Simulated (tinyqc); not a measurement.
Concentration-dependent dopant diffusion with charged defects and the built-in field: one step, computed by the program tinyqc.

A constant source C_s feeds a half space. The dopant moves through neutral point defects and through charged ones, whose number grows with the majority carrier density n.

Task: Intrinsic density and partial diffusivities. n_i = 3.87e16 T^1.5 exp(-7014/T) per cm^3 (T in kelvin, an empirical form); each D = prefactor x exp(-E/(k_B T)); the intrinsic diffusivity D_i is their sum. Temperatures in kelvin are T(C) + 273.15.

Inputs (values chosen for the exercise, modelled on antimony in silicon):
```
quantity,value,unit
neutral prefactor D0x,0.239,cm^2/s
neutral activation energy E0,3.65,eV
singly charged prefactor D01,16.8,cm^2/s
activation energy E1,4.07,eV
temperature T,950,C
```

Field enhancement: off.

Constants: k_B = 8.617333262e-05 eV/K.

Give: n_i; partial diffusivities; intrinsic diffusivity D_i.

Result:

n_i = 5.352e+18 1/cm^3

partial diffusivities (cm^2/s): Dx 2.184e-16, D1 2.855e-16

intrinsic diffusivity D_i = 5.039e-16 cm^2/s
